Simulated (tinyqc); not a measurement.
# From range of film left across the row back to planarisation length

Model: chemical-mechanical planarisation: Preston law, pattern density and step-height reduction. Computed by tinyqc, a small Python program. Command: `OMP_NUM_THREADS=1 python tinyqc.py 3000451 3000452 out.jsonl cmp inv`. One thread of a shared host (Intel(R) Xeon(R) Processor @ 2.30GHz), about 0.02 s of CPU time with the checks.

A row of 10 cells, repeated periodically, holds raised features that cover a share rho of each cell.

Inputs (values chosen for the exercise, close to those used for oxide polishing):
```
quantity                          value  unit
Preston coefficient K           2.8e-13  1/Pa
pressure P                           36   kPa
platen and carrier speed             60   rpm
distance between the centres         17    cm
initial step height h0              520    nm
contact height h_c                  140    nm
film above the raised areas z0      890    nm
cell size                             2    mm
polish time t                        28     s
```

local pattern densities, cell by cell: 0.4  0.4  0.25  0.9  0.3  0.9  0.1  0.25  0.1  0.8

Method:
- With equal rotation speeds the relative speed is uniform, v = omega r_c; Preston rate R0 = K P v.
- The stiff pad averages the density: rho_eff(i) = sum_j w_ij rho_j / sum_j w_ij, w = exp(-2 d^2/L^2), L the planarisation length and d the distance between cell centres, summed over all periodic images of cell j.
- While h > h_c only raised areas polish, at R0/rho_eff, until t_c = rho_eff (h0 - h_c)/R0. After that h = h_c exp(-(t - t_c)/tau), tau = rho_eff h_c/R0; low areas polish at R0 (1 - h/h_c) and raised areas at R0 [1 + (1 - rho_eff) h/(rho_eff h_c)]. Removed from raised areas after t_c: h0 - h_c + R0 (t - t_c) + (1 - rho_eff)(h_c - h); from low areas: R0 (t - t_c) - rho_eff (h_c - h). Film left = z0 less the removal from raised areas.

Task: A run gave the result below. Find the planarisation length, known to lie between 1.5 and 2.3 mm.

range of film left across the row = 356.4592 nm

Result:

Each step takes the trial c = (a f_b - b f_a)/(f_b - f_a), f being the result less the target and a, b, c the logarithms of the listed values; c replaces end b, the old b replaces a if the sign of f changed, and otherwise f_a is halved.

Scan of the range:
```
planarisation length (mm)  range of film left across the row (nm)
1.50                                                      409.498
1.61                                                      395.334
1.73                                                      376.860
1.86                                                      354.507
1.99                                                      331.142
2.14                                                      304.629
2.30                                                      290.672
```

False position (Illinois rule, in the logarithm of the input) inside the bracket:
```
step    end a    end b    trial  range of film left across the row (nm)
1     1.73000  1.86000  1.84827                                 356.589
2     1.86000  1.84827  1.84900                                 356.460
3     1.86000  1.84900  1.84900                                 356.459
4     1.84900  1.84900  1.84900                                 356.459
```

Range of film left across the row falls at every point of a 13-point scan of the range (every second point is shown), so one value fits; it is bracketed by 1.73 and 1.86. Answer: planarisation length = 1.849 mm.
